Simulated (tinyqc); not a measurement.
What the excited states change: donors with valley-orbit split 1s states.

Each donor binds at most one electron, in any of its states. For a site s, W_s = sum over its states of g exp(E/kT), and the ionised share is 1/(1 + W_s exp(eta)), eta = (EF - Ec)/kT; n = Nc F_1/2(eta); neutrality n + NA = ND x (mean ionised share); holes are neglected. Nc from N = 2 (m kB T/(4 pi c))^(3/2) with c = hbar^2/2m0, in 1/angstrom^3; times 1e24 for 1/cm^3, m = md. F_j(eta) = (1/Gamma(j + 1)) integral_0^infinity x^j dx/(1 + exp(x - eta)), which tends to exp(eta) for eta << 0.

Constants: hbar^2/2m0 = 3.80998211 eV angstrom^2; kB = 8.617333262e-05 eV/K.

Inputs chosen for the exercise (near those of Sb in Si; shifted at random, so the results belong to these values and not to a real crystal): md = 1.086 m0 (density-of-states mass of the conduction band); E = (44.4, 34.8, 31.6) meV (binding energies of 1s(A1), 1s(T2), 1s(E)); g = (2, 6, 4) (their degeneracies with spin); ND = 3.5e+15 1/cm^3 (donors); NA = 1.1e+15 1/cm^3 (compensating acceptors, all ionised).

The last columns keep only the ground state of each site (g = 2).

Results:
```
T (K)  effective degeneracy     eta  n (1/cm^3)  n, ground states only  ratio
40                     2.47  -13.01    3.10e+12               3.82e+12  0.811
60                     3.27   -9.29    2.35e+14               3.39e+14  0.692
80                     4.12   -8.27    1.00e+15               1.35e+15  0.747
110                    5.22   -8.11    1.89e+15               2.16e+15  0.877
150                    6.34   -8.40    2.25e+15               2.35e+15  0.958
200                    7.34   -8.79    2.35e+15               2.39e+15  0.985
250                    8.05   -9.12    2.38e+15               2.39e+15  0.992
300                    8.58   -9.38    2.39e+15               2.40e+15  0.996
400                    9.30   -9.81    2.39e+15               2.40e+15  0.998
500                    9.77  -10.15    2.40e+15               2.40e+15  0.999
```

What can be read from this table?

The effective degeneracy grows from 2.47 to 9.77. Excited states hold electrons back, so the ratio is never above 1; it is lowest, 0.692, at 60 K of those listed, and 0.996 at 300 K. At low T the excited states empty out, and at high T more donors are ionised (n is 100 % of ND - NA in the last row), so the effect is largest in between.

Computed by tinyqc, a small Python program: `OMP_NUM_THREADS=1 python tinyqc.py 1652005 1652006 out.jsonl` (the numbers bound the seed that draws the inputs); one thread of a shared host (Intel(R) Xeon(R) Processor @ 2.30GHz), about 0.01 s for the whole set of steps.
